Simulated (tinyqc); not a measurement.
Gate sweep: gated graphene: carriers, quantum capacitance and optical conductivity.

Cones E = +/- hv |k|, four flavours, D(E) = 2|E|/(pi hv^2). n = (2/pi)(kT/hv)^2 F_1(mu/kT), p = (2/pi)(kT/hv)^2 F_1(-mu/kT), in 1/angstrom^2 (1e16 for 1/cm^2); F_1(eta) = integral_0^infinity x dx/(1 + exp(x - eta)). Cq/e^2 = d(n - p)/d mu = (2 kT/(pi hv^2)) ln(2 + 2 cosh(mu/kT)).

Gate: V = mu/e + e (n - p)/Cox with Cox/e^2 = k/(4 pi e2 t), t in angstrom, e2 = e^2/(4 pi eps0); 1/(eV angstrom^2) in C/e^2 equals 1602.176634 microfarad/cm^2; total 1/C = 1/Cox + 1/Cq.

Constants: kB = 8.617333262e-05 eV/K; e^2/(4 pi eps0) = 14.39964547 eV angstrom.

Inputs chosen for the exercise (Fermi velocity near that of graphene, gate dielectric near HfO2; shifted at random, so the results belong to these values and not to a real crystal): hv = 6.98 eV angstrom (hbar vF); T = 150 K; k = 18.03 (dielectric constant of the gate layer); t = 5 nm (its thickness).

Results:
```
V (V)   mu (eV)  n - p (1/cm^2)  n + p (1/cm^2)  Cq (microfarad/cm^2)  C/Cox  Cox V/e (1/cm^2)
0        0.0000               0        3.59e+10                 0.375  0.105                 0
0.0042   0.0038        8.84e+09        3.68e+10                 0.381  0.107          8.37e+10
0.011    0.0098        2.37e+10        4.22e+10                 0.413  0.115          2.19e+11
0.028    0.0245        6.89e+10        7.53e+10                 0.589  0.156          5.58e+11
0.056    0.0470        1.79e+11        1.80e+11                 0.998  0.238          1.12e+12
0.098    0.0768        4.22e+11        4.22e+11                  1.61  0.335          1.95e+12
0.14     0.1032        7.32e+11        7.32e+11                  2.16  0.404          2.79e+12
0.21     0.1420        1.35e+12        1.35e+12                  2.97  0.482          4.18e+12
0.31     0.1899        2.39e+12        2.39e+12                  3.98  0.555          6.18e+12
```

At neutrality n + p = 3.59e+10 1/cm^2 of thermal carriers remain and C/Cox = 0.105; at the last row C/Cox = 0.555 and the plain capacitor rule overstates n - p by 158.2 %. Between the last two rows mu goes as V^0.75; for |mu| well above kT the limits are 1/2 where Cox is small against Cq and 1 where it is large.

tinyqc: `OMP_NUM_THREADS=1 python tinyqc.py 1652097 1652098 out.jsonl`; about 0.01 s, one thread, shared Intel(R) Xeon(R) Processor @ 2.30GHz.
